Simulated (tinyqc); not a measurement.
Rigid-ion and shell models of the dielectric response of an ionic crystal: one step, computed by the program tinyqc.

Charges +Z and -Z; 8 nearest neighbours, Madelung constant M = 1.762675, volume per ion pair Omega = 1.539601 d^3. Energy per pair U = -M Z^2 e2/d + 8 A exp(-d/rho), e2 = e^2/(4 pi eps_0). In the shell model the anion is a core of charge Y - Z and a massless shell of charge -Y, joined by the spring k; the repulsion acts on the shell. Each ion feels the Lorentz field E + (4 pi/3) P (Gaussian units).

Problem. Shell model: electronic response. Eliminating the shell gives the anion polarisability alpha_- = Y^2 e2/(k + R), the Szigeti charge Z_S = Z - Y R/(k + R) and the softened spring R' = k R/(k + R). With b = 4 pi (alpha_+ + alpha_-)/(3 Omega): eps_inf = (1 + 2b)/(1 - b) (Clausius-Mossotti); Born charge Z* = Z_S (eps_inf + 2)/3.

Inputs (values chosen for the exercise, for a model crystal):
```
quantity                       value           unit
ionic charge Z                     1              e
shell charge size Y             2.87              e
core-shell spring k             46.9  eV/angstrom^2
cation polarisability alpha_+   0.82     angstrom^3
```

Structure: caesium chloride.

repulsive spring R = 2.102415 eV/angstrom^2

volume Omega = 44.11359 angstrom^3

Constants: e^2/(4 pi eps_0) = 14.39964548 eV angstrom.

Give: anion polarisability alpha_-; Szigeti charge Z_S; softened spring R'; b; eps_inf; Born charge Z*.

Solution.

anion polarisability alpha_- = 2.420 angstrom^3

Szigeti charge Z_S = 0.8769 e

softened spring R' = 2.012 eV/angstrom^2

b = 0.3077

eps_inf = 2.333

Born charge Z* = 1.267 e

Overlap pushes the shell back and lowers the effective charge to 88 % of Z; the local field then raises the Born charge to 127 % of Z.
